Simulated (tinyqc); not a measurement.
Inside a calculation. Method: UHF in the sto-6g basis, for H6, spin multiplicity 1. One step of it, computed by the program tinyqc.

Task: Iteration 1: diagonalisation and new density. Diagonalise F' = X^T F X, C = X C', fill 3 alpha and 3 beta electrons from the bottom; D(s) = C_occ C_occ^T. Each column has its largest component positive (the first on a tie).

F(alpha) (hartree):
```
           1H 1s      2H 1s      3H 1s      4H 1s      5H 1s      6H 1s
1H 1s  -0.354278  -0.377959  -0.046451   0.010391  -0.010320  -0.007282
2H 1s  -0.377959  -0.195237  -0.279607  -0.065317   0.003741   0.008730
3H 1s  -0.046451  -0.279607  -0.204877  -0.298796  -0.044415   0.009542
4H 1s   0.010391  -0.065317  -0.298796  -0.084664  -0.297035  -0.092432
5H 1s  -0.010320   0.003741  -0.044415  -0.297035  -0.222268  -0.292226
6H 1s  -0.007282   0.008730   0.009542  -0.092432  -0.292226  -0.014894
```

F(beta) (hartree):
```
           1H 1s      2H 1s      3H 1s      4H 1s      5H 1s      6H 1s
1H 1s  -0.014894  -0.292226  -0.092432   0.009542   0.008730  -0.007282
2H 1s  -0.292226  -0.222268  -0.297035  -0.044415   0.003741  -0.010320
3H 1s  -0.092432  -0.297035  -0.084664  -0.298796  -0.065317   0.010391
4H 1s   0.009542  -0.044415  -0.298796  -0.204877  -0.279607  -0.046451
5H 1s   0.008730   0.003741  -0.065317  -0.279607  -0.195237  -0.377959
6H 1s  -0.007282  -0.010320   0.010391  -0.046451  -0.377959  -0.354278
```

X:
```
               1          2          3          4          5         6
1H 1s   0.332096  -0.536143   0.573856   0.500474   0.369192  0.192221
2H 1s  -0.630380   0.707396  -0.297577   0.199134   0.425677  0.320622
3H 1s   0.804297  -0.313928  -0.470177  -0.406014   0.181191  0.394194
4H 1s  -0.804297  -0.313928   0.470177  -0.406014  -0.181191  0.394194
5H 1s   0.630380   0.707396   0.297577   0.199134  -0.425677  0.320622
6H 1s  -0.332096  -0.536143  -0.573856   0.500474  -0.369192  0.192221
```

Give: F' = X^T F X; orbital energies; coefficients C; F' = X^T F X; orbital energies; coefficients C; D(alpha) after iteration 1; D(beta) after iteration 1.

Result:

F' = X^T F X (alpha) (hartree):
```
         1        2        3        4        5        6
1   0.6598   0.0284  -0.0310   0.0107   0.0133  -0.0445
2   0.0284   0.3715   0.0177  -0.0011   0.0656  -0.0095
3  -0.0310   0.0177   0.0971  -0.1496  -0.0077  -0.0321
4   0.0107  -0.0011  -0.1496  -0.2332  -0.0744  -0.0333
5   0.0133   0.0656  -0.0077  -0.0744  -0.4186  -0.0368
6  -0.0445  -0.0095  -0.0321  -0.0333  -0.0368  -0.4685
```

orbital energies (alpha) (hartree): MO1 -0.5147, MO2 -0.4159, MO3 -0.2561, MO4 0.1521, MO5 0.3761, MO6 0.6666

coefficients C (alpha):
```
          MO1      MO2      MO3      MO4      MO5      MO6
1H 1s  0.6012  -0.3041  -0.4491  -0.4271  -0.4975  -0.2557
2H 1s  0.4647  -0.1176   0.1075   0.4542   0.7545   0.5413
3H 1s  0.2516   0.2258   0.6321   0.2147  -0.4030  -0.7728
4H 1s  0.1269   0.4052   0.1775  -0.5396  -0.1977   0.8817
5H 1s  0.0938   0.5344  -0.4096  -0.1560   0.6206  -0.6621
6H 1s  0.0326   0.2583  -0.3290   0.6983  -0.6011   0.3546
```

F' = X^T F X (beta) (hartree):
```
         1        2        3        4        5        6
1   0.6598  -0.0284  -0.0310  -0.0107   0.0133   0.0445
2  -0.0284   0.3715  -0.0177  -0.0011  -0.0656  -0.0095
3  -0.0310  -0.0177   0.0971   0.1496  -0.0077   0.0321
4  -0.0107  -0.0011   0.1496  -0.2332   0.0744  -0.0333
5   0.0133  -0.0656  -0.0077   0.0744  -0.4186   0.0368
6   0.0445  -0.0095   0.0321  -0.0333   0.0368  -0.4685
```

orbital energies (beta) (hartree): MO1 -0.5147, MO2 -0.4159, MO3 -0.2561, MO4 0.1521, MO5 0.3761, MO6 0.6666

coefficients C (beta):
```
          MO1      MO2      MO3      MO4      MO5      MO6
1H 1s  0.0326   0.2583  -0.3290   0.6983  -0.6011   0.3546
2H 1s  0.0938   0.5344  -0.4096  -0.1560   0.6206  -0.6621
3H 1s  0.1269   0.4052   0.1775  -0.5396  -0.1977   0.8817
4H 1s  0.2516   0.2258   0.6321   0.2147  -0.4030  -0.7728
5H 1s  0.4647  -0.1176   0.1075   0.4542   0.7545   0.5413
6H 1s  0.6012  -0.3041  -0.4491  -0.4271  -0.4975  -0.2557
```

D(alpha) after iteration 1:
```
         1H 1s    2H 1s    3H 1s    4H 1s    5H 1s    6H 1s
1H 1s   0.6555   0.2668  -0.2013  -0.1266   0.0778   0.0888
2H 1s   0.2668   0.2413   0.1583   0.0304  -0.0633  -0.0506
3H 1s  -0.2013   0.1583   0.5139   0.2356  -0.1146  -0.1414
4H 1s  -0.1266   0.0304   0.2356   0.2118   0.1558   0.0504
5H 1s   0.0778  -0.0633  -0.1146   0.1558   0.4621   0.2759
6H 1s   0.0888  -0.0506  -0.1414   0.0504   0.2759   0.1760
```

D(beta) after iteration 1:
```
         1H 1s    2H 1s    3H 1s    4H 1s    5H 1s    6H 1s
1H 1s   0.1760   0.2759   0.0504  -0.1414  -0.0506   0.0888
2H 1s   0.2759   0.4621   0.1558  -0.1146  -0.0633   0.0778
3H 1s   0.0504   0.1558   0.2118   0.2356   0.0304  -0.1266
4H 1s  -0.1414  -0.1146   0.2356   0.5139   0.1583  -0.2013
5H 1s  -0.0506  -0.0633   0.0304   0.1583   0.2413   0.2668
6H 1s   0.0888   0.0778  -0.1266  -0.2013   0.2668   0.6555
```
